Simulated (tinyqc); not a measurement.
Bottom-up copper filling of a trench by curvature-enhanced accelerator coverage. Changing the overpotential eta. Computed by tinyqc, a small Python program. Command: `OMP_NUM_THREADS=1 python tinyqc.py 3012657 3012658 out.jsonl superfill sweep`. One thread of a shared host (Intel(R) Xeon(R) Processor @ 2.30GHz), about 0.08 s of CPU time with the checks.

A rectangular trench keeps vertical walls and a flat floor. An accelerator floats on the surface; where area is lost in the corners it is passed on to the floor.

Inputs (values chosen for the exercise, close to those used for damascene copper plating): trench width w = 260 nm; aspect ratio h/w = 2.1; exchange current of the suppressed surface i_0 = 0.014 mA/cm^2; exchange current of the accelerated surface i_1 = 3.5 mA/cm^2; transfer coefficient alpha = 0.45; starting coverage theta_0 = 0.0096; adsorption rate k_a = 0.00052 1/s; cupric ion concentration C = 0.47 mol/l; diffusivity D = 3.5e-06 cm^2/s; boundary layer delta = 57 um; temperature T = 298 K.

Constants: e = 1.602176634e-19 C; N_A = 6.02214076e+23 1/mol; k_B = 8.617333262e-05 eV/K.

Method. Kinetic current i_k = [i_0 (1 - theta) + i_1 theta] exp(alpha eta/(k_B T)), limit i_L = 2 F D C/delta, i = 1/(1/i_k + 1/i_L); velocity v = i Omega/(2F), Omega = 7.11 cm^3/mol, F = e N_A. Depletion inside the trench is ignored. Half width x, floor height y, depth h = aspect ratio x w. dx/dt = -v_s, dy/dt = v_b. d theta_b/dt = k_a (1 - theta_b) + [theta_s v_b + theta_b v_s]/x: the floor takes the accelerator of the wall it covers and keeps its own as it narrows. d theta_s/dt = k_a (1 - theta_s). theta_b is capped at 1. Integrate (tolerance 1e-9) until the walls meet (x = 0.02 w/2) or the floor passes the original mouth y = h. Start: x = w/2, y = 0, theta_b = theta_s = theta_0. Height filled = y/h, opening left = x/(w/2).

One run for each value; columns: (1) overpotential eta (V); (2) ratio v(1)/v(theta_0); (3) share of the height filled from the floor; (4) opening left, as a share of w; (5) time at the end (s):
```
(1)      (2)     (3)   (4)    (5)
0.060  62.65  0.7130  0.02  355.3
0.098  54.88  0.7632  0.02  246.6
0.140  43.03  0.7714  0.02  163.6
0.170  33.53  0.7429  0.02  121.3
0.210  21.83  0.6722  0.02   80.4
0.250  13.08  0.5860  0.02   52.6
0.280   8.66  0.5216  0.02   38.0
0.320   5.01  0.4417  0.02   24.6
0.360   3.05  0.3728  0.02   16.4
```

Describe and explain the trends.

Over the rows, ratio v(1)/v(theta_0) falls from 62.6 to 3.05 (exponent d ln y / d ln x -0.27 between the first rows and -4.2 between the last); share of the height filled from the floor goes from 0.713 through a maximum among these rows, 0.771 at 0.140, to 0.373; opening left, as a share of w does not change. A high overpotential drives the accelerated surface towards the diffusion limit first, which lowers the contrast in speed.

Caution (all rows): real profiles develop slanted corners, and accelerator is consumed; both are left out.

Extremes, crossings and ranges named in words are read from the listed rows.
